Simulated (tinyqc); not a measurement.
Vibrations of a mass or spring defect in a linear chain. From one set of inputs to another, one input at a time. Computed by tinyqc, a small Python program. Command: `OMP_NUM_THREADS=1 python tinyqc.py 3004767 3004768 out.jsonl localmode ladder`. One thread of a shared host (Intel(R) Xeon(R) Processor @ 2.30GHz), about 0.03 s of CPU time with the checks.

A ring of N atoms with nearest-neighbour springs k and motion along the chain. Atom 1 is the defect, of mass M', and its two springs are k'. Odd sites are A (the defect replaces an A atom), even sites B.

The inputs printed are set A. Inputs not listed in the table keep their values of set A, so the rows need not describe a real material.

Inputs (values chosen for the exercise, for a model chain):
```
quantity                         value           unit
spring constant k                 7.76  eV/angstrom^2
mass M_A                          16.8              u
mass M_B                          58.2              u
defect mass M'                    6.16              u
spring ratio k'/k at the defect      1              -
```

Host: diatomic.

Constants: nu for 1 eV/(angstrom^2 u) = 15.6333042 THz.

Method:
- Host bands: lambda from 0 to 2k/M(heavy) and from 2k/M(light) to 2k (1/M_A + 1/M_B).
- nu = 15.6333042 THz x sqrt(lambda), lambda in eV/(angstrom^2 u).
- D_ii = (sum of the two springs at i)/M_i, D_ij = -k_ij/sqrt(M_i M_j) for neighbours, closed into a ring.
- The same matrix for 120 atoms; amplitudes are the mass-weighted eigenvector, in size, relative to the defect, for the highest mode; its weight is the squared component of the normalised eigenvector on the defect.

Each row keeps all changes above it; columns: (1) input moved; (2) from; (3) to; (4) highest frequency, long ring (THz); (5) weight of the highest mode on the defect; (6) ratio to the top of the host band:
```
(1)                                 (2)   (3)     (4)         (5)     (6)
set A                                 -     -  25.506  9.4194e-01  1.4953
spring constant k (eV/angstrom^2)  7.76  10.2  29.242  9.4194e-01  1.4953
mass M_A (u)                       16.8   104  29.233  9.4435e-01  2.5290
defect mass M' (u)                 6.16   150  11.558  2.3102e-05  0.9999
mass M_B (u)                       58.2  50.6  12.102  2.3111e-05  0.9999
spring ratio k'/k at the defect       1  0.94  12.102  9.0163e-06  0.9999
```

Which inputs carry the difference?

Highest frequency, long ring goes from 25.5 to 12.1, a factor 0.474 in all. The largest single move comes from defect mass M' (a factor 0.395), and spring constant k works against it (a factor 1.15). Weight of the highest mode on the defect goes from 0.942 to 9.02e-6, a factor 9.57e-6 in all. The largest single move comes from defect mass M' (a factor 2.45e-5). Ratio to the top of the host band goes from 1.50 to 1.000, a factor 0.669 in all. The largest single move comes from defect mass M' (a factor 0.395), and mass M_A works against it (a factor 1.69). The single moves hold for this order of the switches; the total does not depend on the order.

Extremes, crossings and ranges named in words are read from the listed rows.
